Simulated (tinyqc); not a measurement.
Doping and barrier from two capacitances.

Problem. A Schottky diode on a uniformly doped n-type layer obeys (A/C)^2 = 2 (Vbi - V - Vt)/(q eps0 eps_r Nd) in reverse bias, with phiB = Vbi + Vt ln(Nc/Nd) and image force ignored. Find Nd, Vbi and phiB.

Parameters, values chosen for the exercise; band and dielectric values close to those of indium phosphide: temperature T = 293 K; relative permittivity eps_r = 12.6; conduction-band density of states at T Nc = 5.55e17 cm^-3; diode area A = 0.00022 cm^2.

Constants: q = 1.602176634e-19 C, kB = 1.380649e-23 J/K, Vt = kB T/q, eps0 = 8.8541878128e-14 F/cm where lengths are in cm. Results are converted to the units shown.

C at V = -0.6 and -5.2 V (pF): [16.737060, 7.8495315]

Solution. The slope of (A/C)^2 against -V gives Nd, the intercept Vbi - Vt, and the Fermi-level depth Vt ln(Nc/Nd) is added for the barrier.

Nd = 8.400e16 cm^-3
Vbi = 0.7223 V
phiB = 0.7700 eV

tinyqc, about 0.06 s, one thread, Intel Xeon 2.30GHz (shared host): `OMP_NUM_THREADS=1 python tinyqc.py 2020131 2020132 out.jsonl`
